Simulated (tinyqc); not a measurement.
From results back to parameters: heterojunction of two tight-binding chains. Three cases, with inputs chosen for the exercise.

Problem. A state bound at the interface below both bands solves E - 2 t1 - U + t1 z1 + (tc^2/t2) z2 = 0, with z the root of z + 1/z = 2 - (E - bottom)/t that has |z| < 1. Its energy was computed for a hidden U.

Left chain: hopping -t1, sites at 2 t1 (band bottom 0). Right chain: hopping -t2, sites at dE + 2 t2 (bottom dE). t = c/(m a^2), c = hbar^2/2m0. The bond across the interface is -tc with tc = f sqrt(t1 t2), and the last left site has the extra energy U. In a chain E = bottom + 2t (1 - cos(ka)); the surface Green function of a half chain is g = -exp(ika)/t, with Im k > 0 where cos(ka) > 1.

Constants: hbar^2/2m0 = 3.80998211 eV angstrom^2.

Find: z1, z2; U.

Method. Form the hoppings, solve the two quadratics for z, and read U from the equation, which is linear in it.

Case 1.

Values chosen (masses and offset of the size met at GaN / AlGaN; shifted at random, so the results belong to these values and not to a real crystal): a = 5.65 angstrom (site spacing); m1 = 0.204 m0 (mass on the left); m2 = 0.237 m0 (mass on the right); dE = 0.53 eV (band offset); f = 1.15 (factor on the interface hopping).

E = -0.156048 eV

Solution.

z1, z2: 0.6000  0.3298

U = -0.72 eV

Case 2.

Values chosen (masses and offset of the size met at InAs / GaSb; shifted at random, so the results belong to these values and not to a real crystal): a = 5 angstrom (site spacing); m1 = 0.027 m0 (mass on the left); m2 = 0.042 m0 (mass on the right); dE = 0.97 eV (band offset); f = 1.17 (factor on the interface hopping).

E = -0.020886 eV

Solution.

z1, z2: 0.9410  0.5964

U = -1.39 eV

Case 3.

Values chosen (masses and offset of the size met at Si / SiGe; shifted at random, so the results belong to these values and not to a real crystal): a = 5.65 angstrom (site spacing); m1 = 0.199 m0 (mass on the left); m2 = 0.192 m0 (mass on the right); dE = 0.14 eV (band offset); f = 1 (factor on the interface hopping).

E = -0.116582 eV

Solution.

z1, z2: 0.6457  0.5316

U = -0.61 eV

Computed by tinyqc, one run a case: `OMP_NUM_THREADS=1 python tinyqc.py N N+1 out.jsonl` with N = 1451767, 1452011, 1452101; one thread of a shared Intel(R) Xeon(R) Processor @ 2.30GHz, about 0.01 s a run at most.
